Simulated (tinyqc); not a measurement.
Worked calculation: coherent transport through a tight-binding region between two chains. Computed by tinyqc, a small Python program that keeps every step. Settings: temperature = 300, mu = 0.33. Command: `OMP_NUM_THREADS=1 python tinyqc.py 28655 28656 out.jsonl` (the two numbers bound the seeds that draw the settings). One thread of a shared host (Intel(R) Xeon(R) Processor @ 2.60GHz), about 0.08 s of CPU time with the checks.

## Transmission at E = -0.53 eV

H of the central region (eV), lower triangle:
```
           1          2          3          4          5         6
1   0.960000
2  -1.640000  -0.600000
3   0.000000  -1.640000   0.210000
4   0.000000   0.000000  -1.640000  -0.620000
5   0.000000   0.000000   0.000000  -1.640000  -0.380000
6  -1.640000   0.000000   0.000000   0.000000  -1.640000  0.280000
```

Leads: semi-infinite chains with site energy 0:
```
parameter                           value
lead hopping t (eV)              1.970000
coupling to the left lead (eV)   1.410000
coupling to the right lead (eV)  0.330000
left contact site                       1
right contact site                      4
```

E = -0.530000 eV

Surface Green function g = (E - i sqrt(4 t^2 - E^2)) / (2 t^2); self-energy tc^2 g on each contact site; G = (E - H - Sigma)^(-1); Gamma = -2 Im Sigma; T = Gamma_L Gamma_R |G_LR|^2; local density of states -Im G_ii / pi.

g = -0.068283-0.503001i 1/eV

G (1/eV), lower triangle:
```
                     1                    2                    3                    4
1   0.070130-0.011591i
2   0.306738-0.023201i   0.199143-0.095505i
3  -0.083223+0.012582i   0.294518+0.027277i   0.070652-0.013746i
4  -0.344290+0.028878i  -0.066250+0.107813i   0.347118-0.033480i   0.222877-0.122920i
5   0.104642-0.002798i  -0.286981-0.031470i  -0.092393+0.004141i   0.245291+0.033339i
6   0.353861-0.029134i   0.040002-0.110692i  -0.355568+0.033859i  -0.200442+0.125969i

                    5                   6
5  0.078933-0.014315i
6  0.371684-0.034648i  0.234437-0.129138i
```

local density of states (1/eV): 0.003690  0.030400  0.004375  0.039127  0.004557  0.041106

transmission = 0.026155

## Transmission across the band

The same steps on a grid of energies.

T(E):
```
E (eV)              T
-3.74300000  0.007148
-3.36870000  0.113876
-2.99440000  0.031375
-2.62010000  0.035974
-2.24580000  0.084175
-1.87150000  0.049054
-1.49720000  0.206315
-1.12290000  0.075002
-0.74860000  0.034437
-0.37430000  0.022791
0            0.019221
0.37430000   0.019848
0.74860000   0.025475
1.12290000   0.045078
1.49720000   0.093912
1.87150000   0.232853
2.24580000   0.109033
2.62010000   0.032628
2.99440000   0.016666
3.36870000   0.012942
3.74300000   0.016024
```

levels of the isolated region (eV): -3.402466  -1.938363  -1.441021  1.427557  1.821996  3.382298

## Current

I = (2e/h) int T(E) [f(E - mu - V/2) - f(E - mu + V/2)] dE at 300 K with mu = 0.33 eV, the bias not changing H; 2e^2/h = 77.48092 microsiemens; the integral runs over the band on 4001 points.

Current:
```
V (volt)  I (microampere)
0.010000         0.015186
0.050000         0.075941
0.100000         0.151956
0.200000         0.304512
0.400000         0.613893
0.800000         1.268996
```
